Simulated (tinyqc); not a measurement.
Worked calculation: empirical pseudopotential in a few plane waves. One step of it, computed by the program tinyqc.

Problem. Bloch Hamiltonian at k. Basis: the 15 shortest G (labels in 2 pi/a), the same at every k. H(G,G') = c |k + G|^2 delta + VS(|G-G'|^2) cos((G-G').tau) + i VA sin((G-G').tau), tau = a/8 (1,1,1); 1 Ry = 13.605693 eV.

Parameters chosen for this model: fcc lattice, atoms at +/- a/8 (1,1,1); form factors in rydberg at |G|^2 in units of (2 pi/a)^2:
```
parameter                 value      unit
a                      6.230000  angstrom
VS(3)                 -0.247000        Ry
VS(8)                 -0.006000        Ry
VS(11)                 0.048000        Ry
VA(3)                         0        Ry
VA(4)                         0        Ry
VA(11)                        0        Ry
hbar^2/2m (2 pi/a)^2   3.875311        eV
```

k point k (2 pi / a): [-0.480000, -0.590000, 0.430000]

Give: H(k) at k.

Solution.

H(k) at k (eV), order +0+0+0, -1-1-1, -1-1+1, -1+1-1, -1+1+1, +1-1-1, +1-1+1, +1+1-1, +1+1+1, -2+0+0, +0-2+0, +0+0-2, +0+0+2, +0+2+0, +2+0+0:
```
[[2.9584, 2.3763, -2.3763, -2.3763, -2.3763, -2.3763, -2.3763, -2.3763, 2.3763, 0.0000, 0.0000, 0.0000, 0.0000, 0.0000, 0.0000],
 [2.3763, 19.5447, 0.0000, 0.0000, 0.0816, 0.0000, 0.0816, 0.0816, 0.0000, -2.3763, -2.3763, -2.3763, -0.4618, -0.4618, -0.4618],
 [-2.3763, 0.0000, 26.2103, -0.0816, 0.0000, -0.0816, 0.0000, 0.0000, 0.0816, -2.3763, -2.3763, 0.4618, 2.3763, -0.4618, -0.4618],
 [-2.3763, 0.0000, -0.0816, 10.3990, 0.0000, -0.0816, 0.0000, 0.0000, 0.0816, -2.3763, 0.4618, -2.3763, -0.4618, 2.3763, -0.4618],
 [-2.3763, 0.0816, 0.0000, 0.0000, 17.0645, 0.0000, -0.0816, -0.0816, 0.0000, 2.3763, -0.4618, -0.4618, -2.3763, -2.3763, 0.4618],
 [-2.3763, 0.0000, -0.0816, -0.0816, 0.0000, 12.1041, 0.0000, 0.0000, 0.0816, 0.4618, -2.3763, -2.3763, -0.4618, -0.4618, 2.3763],
 [-2.3763, 0.0816, 0.0000, 0.0000, -0.0816, 0.0000, 18.7697, -0.0816, 0.0000, -0.4618, 2.3763, -0.4618, -2.3763, 0.4618, -2.3763],
 [-2.3763, 0.0816, 0.0000, 0.0000, -0.0816, 0.0000, -0.0816, 2.9584, 0.0000, -0.4618, -0.4618, 2.3763, 0.4618, -2.3763, -2.3763],
 [2.3763, 0.0000, 0.0816, 0.0816, 0.0000, 0.0816, 0.0000, 0.0000, 9.6239, -0.4618, -0.4618, -0.4618, -2.3763, -2.3763, -2.3763],
 [0.0000, -2.3763, -2.3763, -2.3763, 2.3763, 0.4618, -0.4618, -0.4618, -0.4618, 25.9003, -0.0816, -0.0816, 0.0816, 0.0816, 0.0000],
 [0.0000, -2.3763, -2.3763, 0.4618, -0.4618, -2.3763, 2.3763, -0.4618, -0.4618, -0.0816, 27.6054, -0.0816, 0.0816, 0.0000, 0.0816],
 [0.0000, -2.3763, 0.4618, -2.3763, -0.4618, -2.3763, -0.4618, 2.3763, -0.4618, -0.0816, -0.0816, 11.7941, 0.0000, 0.0816, 0.0816],
 [0.0000, -0.4618, 2.3763, -0.4618, -2.3763, -0.4618, -2.3763, 0.4618, -2.3763, 0.0816, 0.0816, 0.0000, 25.1252, -0.0816, -0.0816],
 [0.0000, -0.4618, -0.4618, 2.3763, -2.3763, -0.4618, 0.4618, -2.3763, -2.3763, 0.0816, 0.0000, 0.0816, -0.0816, 9.3139, -0.0816],
 [0.0000, -0.4618, -0.4618, -0.4618, 0.4618, 2.3763, -2.3763, -2.3763, -2.3763, 0.0000, 0.0816, 0.0816, -0.0816, -0.0816, 11.0191]]
```
